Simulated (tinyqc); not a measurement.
Where the wafer is too thin: surface photovoltage measurement of the minority-carrier diffusion length in a wafer. Computed by tinyqc, a small Python program. Command: `OMP_NUM_THREADS=1 python tinyqc.py 3130052 3130053 out.jsonl spv walk`. One thread of a shared host (Intel(R) Xeon(R) Processor @ 2.30GHz), about 0.01 s of CPU time with the checks.

Low injection, steady light, a depletion layer much thinner than 1/alpha and L. The excess density dn is taken at the front edge of the neutral region; light that reaches the back is lost.

Inputs (values chosen for the exercise, modelled on p-type silicon at room temperature): wafer thickness W = 525 micrometre; diffusivity D = 32.7 cm^2/s; front recombination velocity S_f = 360 cm/s; back recombination velocity S_b = 260000 cm/s; photon flux entering = 6.3e+13 1/(cm^2 s).

Method:
- alpha = (84.732/lambda - 76.417)^2 per cm with lambda in micrometre (an empirical fit for silicon between 0.7 and 1.05 micrometre).
- Thick wafer: dn = Phi L/((S_f + D/L)(L + 1/alpha)). Finite wafer, with s = S_b L/D, w = W/L, a = alpha L: dn = [Phi a/(a^2 - 1)] [a - B - exp(-alpha W)(a - s)/(cosh w + s sinh w)]/(S_f + B D/L), B = (sinh w + s cosh w)/(cosh w + s sinh w).
- Readings y = (Phi/dn) (1 + noise x g) at 780, 830, 880, 920, 950, 975 and 995 nm; a least-squares line y = c (1/alpha + L_app) gives L_app = intercept/slope.
- No noise; L is varied at fixed W, and the last two columns set S_b to 0 and to 1e7 cm/s.

Apparent length (micrometre):
```
L          W/L  given S_b  S_b = 0  S_b = 1e7
26.2    20.038      26.20     26.2      26.20
52.5    10.000      52.50     52.5      52.50
105.0    5.000     104.82    105.1     104.82
158.0    3.323     155.57    160.0     155.54
262.0    2.004     236.82    285.5     236.61
420.0    1.250     308.41    544.4     307.88
682.0    0.770     356.14   1138.2     355.30
1100.0   0.477     379.35   2285.1     378.33
2100.0   0.250     391.15   4582.0     390.03
```

With a fast back surface L_app levels off, at 390 micrometre in the last row; with a passive one it reaches up to 2.18 times L among these rows and is 4580 in the last. All three columns are within 5 % of L down to W/L = 3.3.

Extremes, crossings and ranges named in words are read from the listed rows.
